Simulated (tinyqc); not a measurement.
Surface photovoltage measurement of the minority-carrier diffusion length in a wafer: one step, computed by the program tinyqc. Command: `OMP_NUM_THREADS=1 python tinyqc.py 3130574 3130575 out.jsonl spv walk`. One thread of a shared host (Intel(R) Xeon(R) Processor @ 2.30GHz), about 0.01 s of CPU time with the checks.

Low injection, steady light, a depletion layer much thinner than 1/alpha and L. The excess density dn is taken at the front edge of the neutral region; light that reaches the back is lost.

Task: The linear plot. alpha = (84.732/lambda - 76.417)^2 per cm with lambda in micrometre (an empirical fit for silicon between 0.7 and 1.05 micrometre). Thick wafer: dn = Phi L/((S_f + D/L)(L + 1/alpha)). Finite wafer, with s = S_b L/D, w = W/L, a = alpha L: dn = [Phi a/(a^2 - 1)] [a - B - exp(-alpha W)(a - s)/(cosh w + s sinh w)]/(S_f + B D/L), B = (sinh w + s cosh w)/(cosh w + s sinh w). Readings y = (Phi/dn) (1 + noise x g) at 780, 830, 880, 920, 950, 975 and 995 nm; a least-squares line y = c (1/alpha + L_app) gives L_app = intercept/slope.

Inputs (values chosen for the exercise, modelled on p-type silicon at room temperature): diffusion length L = 140 micrometre; wafer thickness W = 725 micrometre; diffusivity D = 28.8 cm^2/s; front recombination velocity S_f = 6400 cm/s; back recombination velocity S_b = 35000 cm/s; photon flux entering = 9.6e+12 1/(cm^2 s); relative noise of each reading = 0.5 %.

normal deviates g for the noise: [-0.17, -0.25, 0.22, -1.08, -0.66, 0.09, -1.10]

Give: the table «Readings» with the columns 1/alpha (micrometre), y (cm/s), line (cm/s), for lambda (nm) = 780, 830, 880, 920, 950, 975, 995; slope; apparent length L_app; error of L_app (rounded to 0.001).

Result:

Readings:
```
lambda (nm)  1/alpha (micrometre)  y (cm/s)  line (cm/s)
780                           9.6      9032         9033
830                          15.2      9362         9365
880                          25.3      9999         9974
920                          40.7     10855        10893
950                          61.3     12119        12129
975                          90.9     13957        13906
995                         130.9     16278        16302
```

slope = 59.95 cm/(s micrometre)

apparent length L_app = 141.1 micrometre

error of L_app (rounded to 0.001) = 0.753 %

Without noise the error would be -0.1 %, from the finite thickness at W/L = 5.2. S_f scales all readings alike and leaves L_app unchanged.
